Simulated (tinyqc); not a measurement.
# Doping and voltage from widths and field

Inverse problem. In the depletion approximation an abrupt p-n junction has a triangular field: peak E = q Nd xn/(eps0 eps_r) = q Na xp/(eps0 eps_r), W = xn + xp, and Vbi - V = E W/2. Find Nd, Na and Vbi - V.

Parameters, values chosen for the exercise: relative permittivity eps_r = 9.58.

Constants: q = 1.602176634e-19 C, eps0 = 8.8541878128e-14 F/cm where lengths are in cm. Results are converted to the units shown.

W = 999.34952 nm
peak field = 131.00616 kV/cm
xn = 74.578323 nm

Answer. Gauss's law on each side gives its doping from the peak field and its width; the voltage is the area of the triangle.

Nd = 9.300e16 cm^-3
Na = 7.500e15 cm^-3
Vbi - V = 6.546 V

Numbers from tinyqc (`OMP_NUM_THREADS=1 python tinyqc.py 2000051 2000052 out.jsonl`; about 0.04 s on one thread of a shared Intel Xeon 2.30GHz).
